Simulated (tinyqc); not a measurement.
From dn, finite wafer back to diffusion length L: surface photovoltage measurement of the minority-carrier diffusion length in a wafer. Computed by tinyqc, a small Python program. Command: `OMP_NUM_THREADS=1 python tinyqc.py 3130299 3130300 out.jsonl spv inv`. One thread of a shared host (Intel(R) Xeon(R) Processor @ 2.30GHz), about 0.03 s of CPU time with the checks.

Low injection, steady light, a depletion layer much thinner than 1/alpha and L. The excess density dn is taken at the front edge of the neutral region; light that reaches the back is lost.

Inputs (values chosen for the exercise, modelled on p-type silicon at room temperature):

| quantity | value | unit |
|---|---|---|
| wafer thickness W | 300 | micrometre |
| diffusivity D | 25.3 | cm^2/s |
| front recombination velocity S_f | 5300 | cm/s |
| back recombination velocity S_b | 180000 | cm/s |
| photon flux entering | 1.2e+11 | 1/(cm^2 s) |
| minority density at the surface barrier scale n_0 | 1.2e+10 | 1/cm^3 |
| temperature T | 298 | K |
| wavelength | 926 | nm |

Constants: k_B = 8.617333262e-05 eV/K.

Method:
- alpha = (84.732/lambda - 76.417)^2 per cm with lambda in micrometre (an empirical fit for silicon between 0.7 and 1.05 micrometre).
- Thick wafer: dn = Phi L/((S_f + D/L)(L + 1/alpha)). Finite wafer, with s = S_b L/D, w = W/L, a = alpha L: dn = [Phi a/(a^2 - 1)] [a - B - exp(-alpha W)(a - s)/(cosh w + s sinh w)]/(S_f + B D/L), B = (sinh w + s cosh w)/(cosh w + s sinh w).
- Photovoltage V = (k_B T/e) ln(1 + dn/n_0). Lifetime = L^2/D.

Question. A run gave the result below. Find the diffusion length L, known to lie between 8.1 and 19 micrometre.

dn, finite wafer = 1.510239e+06 1/cm^3

Answer.

Each step takes the trial c = (a f_b - b f_a)/(f_b - f_a), f being the result less the target and a, b, c the logarithms of the listed values; c replaces end b, the old b replaces a if the sign of f changed, and otherwise f_a is halved.

Scan of the range:

| diffusion length L (micrometre) | dn, finite wafer (1/cm^3) |
|---|---|
| 8.10 | 5.11262e+05 |
| 9.34 | 6.49532e+05 |
| 10.80 | 8.24221e+05 |
| 12.40 | 1.02758e+06 |
| 14.30 | 1.28153e+06 |
| 16.50 | 1.58777e+06 |
| 19.00 | 1.94600e+06 |

False position (Illinois rule, in the logarithm of the input) inside the bracket:

| step | end a | end b | trial | dn, finite wafer (1/cm^3) |
|---|---|---|---|---|
| 1 | 14.3000 | 16.5000 | 15.9129 | 1.50503e+06 |
| 2 | 16.5000 | 15.9129 | 15.9492 | 1.51013e+06 |
| 3 | 16.5000 | 15.9492 | 15.9507 | 1.51034e+06 |
| 4 | 15.9492 | 15.9507 | 15.9500 | 1.51024e+06 |
| 5 | 15.9507 | 15.9500 | 15.9500 | 1.51024e+06 |

dn, finite wafer rises at every point of a 13-point scan of the range (every second point is shown), so one value fits; it is bracketed by 14.3 and 16.5. Answer: diffusion length L = 15.95 micrometre.
